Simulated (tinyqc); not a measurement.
Inside a calculation. Method: Pariser-Parr-Pople SCF with singles CI, for the molecule c1cnc2[nH]nnc2n1 (SMILES; centres numbered as the heavy atoms are written). Computed by tinyqc, a small Python program that keeps every step. Settings: charge = 0, gamma = MN, start = huckel, damping = 0.5, iteration cap = 75, excitations kept = 6. Command: `OMP_NUM_THREADS=1 python tinyqc.py 22487 22488 out.jsonl` (the two numbers bound the seeds that draw the settings). One thread of a shared host (Intel(R) Xeon(R) Processor @ 2.60GHz), about 0.01 s of CPU time with the checks. Later iterations appear only in the table of the cycle.

## PPP integrals

Centres (angstrom, eV; a flat drawing with bonds scaled to 1.40 angstrom):
```
centre          x          y  core charge z          W   gamma_rr
1C       2.152000  -0.700000              1   9.760000  10.960000
2C       2.152000   0.700000              1   9.760000  10.960000
3N       0.939000   1.400000              1  14.390000  11.030000
4C      -0.273000   0.700000              1   9.760000  10.960000
5N      -1.605000   1.133000              2  25.800000  18.080000
6N      -2.427000   0.000000              1  14.390000  11.030000
7N      -1.605000  -1.133000              1  14.390000  11.030000
8C      -0.273000  -0.700000              1   9.760000  10.960000
9N       0.939000  -1.400000              1  14.390000  11.030000
```

Resonance integrals (eV):
```
i  j       beta
1  2  -2.390000
2  3  -2.470000
3  4  -2.470000
4  5  -2.310000
5  6  -2.310000
6  7  -2.470000
7  8  -2.470000
8  9  -2.470000
9  1  -2.470000
8  4  -2.390000
```

Mataga-Nishimoto: gamma = 14.399645/(R + a), a = 2 x 14.399645/(gamma_rr + gamma_ss); H_rr = -W_r - sum_(s != r) z_s gamma_rs; H_rs = beta for bonds.

repulsion gamma_rs (eV), lower triangle:
```
           1C         2C         3N         4C         5N         6N         7N         8C
1C  10.960000
2C   5.306011  10.960000
3N   3.855526   5.313242  11.030000
4C   3.500201   3.851371   5.314941  10.960000
5N   2.784146   3.016529   4.059326   6.019106  18.080000
6N   2.423428   2.423428   2.908410   4.028389   6.027220  11.030000
7N   2.828160   2.622906   2.941412   4.027296   4.423411   5.322804  11.030000
8C   3.851371   3.500201   3.856042   5.306011   4.420365   4.028389   5.313001  10.960000
9N   5.313242   3.855526   3.507405   3.856042   3.144497   2.908410   3.727126   5.314941

           9N
9N  11.030000
```

core matrix H (eV), lower triangle:
```
            1C          2C          3N          4C          5N          6N          7N          8C
1C  -42.406231
2C   -2.390000  -42.665743
3N    0.000000   -2.470000  -50.205629
4C    0.000000    0.000000   -2.470000  -51.682463
5N    0.000000    0.000000    0.000000   -2.310000  -59.694600
6N    0.000000    0.000000    0.000000    0.000000   -2.310000  -50.487697
7N    0.000000    0.000000    0.000000    0.000000    0.000000   -2.470000  -50.019528
8C    0.000000    0.000000    0.000000   -2.390000    0.000000    0.000000   -2.470000  -49.770686
9N   -2.470000    0.000000    0.000000    0.000000    0.000000    0.000000    0.000000   -2.470000

            9N
9N  -49.161685
```

## Starting guess

pi electrons, sum of z_r less the charge = 10

Orbitals of the Hueckel matrix of the beta values.

P at the start, lower triangle:
```
           1C         2C         3N         4C         5N         6N         7N        8C
1C   1.060136
2C   0.589090   1.060552
3N  -0.051162   0.725231   1.032833
4C  -0.230243  -0.077223   0.559893   1.098281
5N   0.134601  -0.178020  -0.090037   0.561512   1.267998
6N   0.113997   0.120212  -0.149840  -0.148502   0.650743   1.111348
7N  -0.170271   0.126953   0.055915  -0.201939  -0.285386   0.668380   1.238158
8C  -0.076669  -0.229053   0.074854   0.483833  -0.214517  -0.140088   0.564602  1.097334
9N   0.726460  -0.051564  -0.342894   0.075256   0.063538  -0.160707  -0.085514  0.555039

          9N
9N  1.033360
```

## Iteration 1: Fock matrix

F_rr = H_rr + P_rr gamma_rr / 2 + sum_(s != r) P_ss gamma_rs; F_rs = H_rs - P_rs gamma_rs / 2; E = tr P (H + F) / 2 + core repulsion sum_(r<s) z_r z_s gamma_rs.

F (eV), lower triangle:
```
           1C         2C         3N         4C          5N          6N         7N         8C
1C  -3.701062
2C  -3.952860  -3.920413
3N   0.098628  -4.396663  -9.072723
4C   0.402948   0.148707  -3.957900  -5.476438
5N  -0.187374   0.268501   0.182745  -3.999899  -11.002630
6N  -0.138131  -0.145662   0.217897   0.299112   -4.271087  -10.132176
7N   0.240776  -0.166493  -0.082234   0.406634    0.631189   -4.248829  -8.744069
8C   0.147641   0.400866  -0.144320  -3.673611    0.474121    0.282165  -3.969866  -3.999496
9N  -4.399929   0.099403   0.601334  -0.145095   -0.099898    0.233701   0.159361  -3.944998

           9N
9N  -8.216871
```

pi energy = -147.309976 eV

## Iteration 1: orbitals and new P

Diagonalise F (the basis is taken as orthonormal) and form P = 2 sum c c over the lowest orbitals; 0.5 of the old P is kept.

orbital energies (eV): -16.662997  -13.708564  -12.947874  -11.185218  -9.158129  -3.340396  -1.060993  0.934839  2.863454

P after iteration 1, lower triangle:
```
           1C         2C         3N         4C         5N         6N         7N        8C
1C   0.916350
2C   0.558163   0.911556
3N   0.015437   0.714622   1.192730
4C  -0.249880  -0.110495   0.537997   1.016216
5N   0.075067  -0.162417  -0.090921   0.550198   1.370348
6N   0.143093   0.166438  -0.117294  -0.211472   0.596474   1.196215
7N  -0.176301   0.036496   0.065894  -0.105822  -0.334848   0.656283   1.256643
8C  -0.089851  -0.244929   0.057080   0.499948  -0.154070  -0.164608   0.564688  0.971535
9N   0.722804   0.028136  -0.316376   0.068708   0.068817  -0.149067  -0.055589  0.535490

          9N
9N  1.168408
```

## Iteration 2: Fock matrix

As before.

F (eV), lower triangle:
```
           1C         2C         3N         4C          5N         6N         7N         8C
1C  -4.174396
2C  -3.870810  -4.323082
3N  -0.029759  -4.368480  -9.267834
4C   0.437315   0.212778  -3.899711  -5.267796
5N  -0.104499   0.244967   0.184538  -3.965851  -10.310185
6N  -0.173387  -0.201676   0.170569   0.425947   -4.107540  -9.637932
7N   0.249303  -0.047863  -0.096911   0.213087    0.740586  -4.216632  -8.560321
8C   0.173025   0.428650  -0.110051  -3.716366    0.340524   0.331554  -3.970095  -3.972752
9N  -4.390217  -0.054239   0.554829  -0.132470   -0.108197   0.216774   0.103593  -3.893048

           9N
9N  -8.597187
```

pi energy = -148.639951 eV

## Iteration 2: orbitals and new P

As before.

orbital energies (eV): -16.081635  -13.760914  -12.909586  -11.042827  -9.429708  -3.181771  -0.889067  0.584405  2.599618

P after iteration 2, lower triangle:
```
           1C         2C         3N         4C         5N         6N         7N        8C
1C   0.843168
2C   0.543256   0.837007
3N   0.047932   0.707957   1.278059
4C  -0.261155  -0.129905   0.525332   0.968432
5N   0.042845  -0.152223  -0.089323   0.545889   1.417308
6N   0.159520   0.189789  -0.104947  -0.239825   0.571278   1.240246
7N  -0.177295  -0.010288   0.072448  -0.057477  -0.362584   0.647520   1.272334
8C  -0.099543  -0.255268   0.052036   0.507025  -0.119770  -0.177663   0.562904  0.900362
9N   0.719335   0.066291  -0.301473   0.068815   0.070829  -0.144744  -0.038475  0.524309

          9N
9N  1.243085
```

## Convergence

Stop when output and input P, before any damping, agree to 1e-7.

Course of the cycle:
```
iteration         E (eV)  largest |P(out) - P(in)|
1          -147.30997614                  3.20e-01
2          -148.63995113                  1.71e-01
3          -149.33925983                  9.20e-02
4          -149.70102221                  5.00e-02
5          -149.88613490                  2.75e-02
6          -149.98017271                  1.52e-02
7          -150.02771574                  8.74e-03
8          -150.05167613                  5.05e-03
9          -150.06372624                  2.93e-03
10         -150.06977808                  1.71e-03
11         -150.07281472                  9.98e-04
...                  ...                       ...
31         -150.07586812                  1.55e-06
32         -150.07586812                  1.18e-06
33         -150.07586812                  8.98e-07
34         -150.07586812                  6.82e-07
35         -150.07586812                  5.18e-07
36         -150.07586812                  3.94e-07
37         -150.07586812                  2.99e-07
38         -150.07586812                  2.27e-07
39         -150.07586812                  1.72e-07
40         -150.07586812                  1.31e-07
41         -150.07586812                  9.92e-08
```

Converged in 41 iterations.

## Converged orbitals

Charges are z - P_rr.

orbital energies (eV): -15.694806  -13.799024  -12.912452  -10.878329  -9.707413  -3.130949  -0.702193  0.151287  2.340850

coefficients:
```
         MO1        MO2        MO3        MO4        MO5        MO6        MO7        MO8
1C  0.117423   0.324593   0.244868  -0.152451  -0.425096  -0.363461   0.258571  -0.558825
2C  0.135784   0.371415  -0.121257   0.155950  -0.430563  -0.407675   0.068359   0.600038
3N  0.289358   0.516320  -0.466767   0.348939  -0.012353   0.387355  -0.269689  -0.163289
4C  0.360537   0.171006  -0.243463  -0.131852   0.464673  -0.099255   0.502674  -0.232056
5N  0.496199  -0.251780  -0.304696  -0.570426  -0.030972  -0.254777  -0.427968   0.054081
6N  0.490246  -0.438007   0.044161   0.137493  -0.435376   0.432787   0.403630   0.081129
7N  0.371541  -0.214615   0.335091   0.582900   0.123501  -0.330339  -0.371762  -0.234819
8C  0.284346   0.127905   0.297954   0.070611   0.460235  -0.111365   0.231968   0.421018
9N  0.220475   0.378416   0.593581  -0.352486  -0.015962   0.409952  -0.254881   0.072474

          MO9
1C   0.325108
2C  -0.297133
3N   0.245895
4C  -0.481463
5N   0.142179
6N   0.024453
7N  -0.214748
8C   0.594761
9N  -0.305082
```

pi charges: 1C 0.233886, 2C 0.238411, 3N -0.380193, 4C 0.096379, 5N 0.542415, 6N -0.285197, 7N -0.302825, 8C 0.194418, 9N -0.337295

## Singles CI, singlets

Over the 6 single excitations with the smallest orbital gaps: A = (e_a - e_i) delta + 2 (ia|jb) - (ij|ab), with (pq|rs) = sum c_mp c_mq gamma_mn c_nr c_ns. f = 2/3 w |mu|^2 in atomic units, mu = sqrt2 sum c_ia sum_m c_mi c_ma R_m.

singlet CI matrix (eV), lower triangle:
```
           5>6        4>6        5>7       3>6        5>8       4>7
5>6   3.963639
4>6  -0.065874   4.881590
5>7   0.000536   0.174260   5.767984
3>6  -0.054618  -0.144663  -0.031314  6.510216
5>8  -0.004219  -0.351962  -0.048280  0.085897   6.802982
4>7  -0.205656   0.357591   0.024686  0.144735  -0.035188  6.971919
```

singlet excitation energies (eV): 3.946400  4.730621  5.781919  6.455772  6.886362  7.097256

oscillator strengths: 1.024573  0.222354  0.058978  0.031331  0.425500  0.437844

## Singles CI, triplets

Over the 6 single excitations with the smallest orbital gaps: A = (e_a - e_i) delta - (ij|ab), with (pq|rs) = sum c_mp c_mq gamma_mn c_nr c_ns.

triplet CI matrix (eV), lower triangle:
```
           5>6        4>6        5>7        3>6        5>8       4>7
5>6   1.944078
4>6   0.014026   3.000171
5>7   0.089062  -0.001443   4.135699
3>6   0.009524   0.124309  -0.138868   4.993039
5>8   0.063215  -0.207589   0.103929   0.180537   4.739635
4>7  -0.001443  -0.846790   0.031722  -1.116017  -0.017351  4.551691
```

triplet excitation energies (eV): 1.938719  2.558256  3.845937  4.152997  4.806304  6.062101
